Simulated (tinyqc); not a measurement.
One mass for the acceptor? Model: shallow acceptor in the spherical model (Baldereschi-Lipari), strong spin-orbit limit. Computed by tinyqc, a small Python program. Command: `OMP_NUM_THREADS=1 python tinyqc.py 3001691 3001692 out.jsonl acceptor walk`. One thread of a shared host (Intel(R) Xeon(R) Processor @ 2.30GHz), about 0.01 s of CPU time with the checks.

The 1S(3/2) state has an s envelope f(r) and a d envelope g(r). In effective units they obey -(f'' + 2f'/r + 2f/r) + mu (g'' + 5g'/r + 3g/r^2) = E f and -(g'' + 2g'/r - 6g/r^2 + 2g/r) + mu (f'' - f'/r) = E g. The cubic term, the split-off band and the central cell are left out.

Inputs (values chosen for the exercise, modelled on germanium):
```
quantity                 value  unit
Luttinger gamma_1         13.1     -
Luttinger gamma_2          4.3     -
Luttinger gamma_3         5.64     -
dielectric constant eps   15.6     -
```

Constants: Ry = 13.605693123 eV; a_0 = 0.529177210903 angstrom.

Method:
- Ry* = Ry/(gamma_1 eps^2), a* = a_0 eps gamma_1, mu = (6 gamma_3 + 4 gamma_2)/(5 gamma_1), delta = (gamma_3 - gamma_2)/gamma_1; spherical masses 1/(gamma_1 (1 - mu)) (heavy) and 1/(gamma_1 (1 + mu)) (light).
- Basis: f_i = exp(-zeta_i r), g_i = r exp(-zeta_i r), weight r^2 dr, s = zeta_i + zeta_j. S_ff = 2/s^3, H_ff = zeta_i zeta_j S_ff - 2/s^2; S_gg = 24/s^5, H_gg = 8/s^3 + 24 zeta_i zeta_j/s^5 - 12/s^4; H(f_i, g_j) = mu (6 zeta_i^2/s^4 + 2 zeta_i/s^3); S_fg = 0. Each function is normalised by sqrt(S_ii).
- Large basis: zeta_i = 0.08 x 1.55^(i-1), i = 1..20 in each channel; overlap eigenvalues below 1e-11 are dropped.
- Binding energies are -E Ry*; the mass that fits is E(1S) eps^2/Ry.
- Hydrogenic binding Ry m/eps^2; the density-of-states mass is (m_H^(3/2) + m_L^(3/2))^(2/3); errors are against the large basis.

light-hole mass = 0.0429037 m_0

heavy-hole mass = 0.345781 m_0

1S(3/2) binding energy = 10.1369 meV

1S binding energy:
```
mass                     value (m_0)  binding (meV)  error (%)
light hole                   0.04290          2.399    -76.338
1/gamma_1                    0.07634          4.268    -57.899
mean of heavy and light      0.19434         10.865      7.185
heavy hole                   0.34578         19.332     90.707
density of states            0.35578         19.891     96.224
```

What does the comparison show, and why?

The coupled result, 10.14 meV, lies between the 1/gamma_1 value (no coupling) and the heavy-hole value; the closest single rule here is "mean of heavy and light", off by +7.2 %.
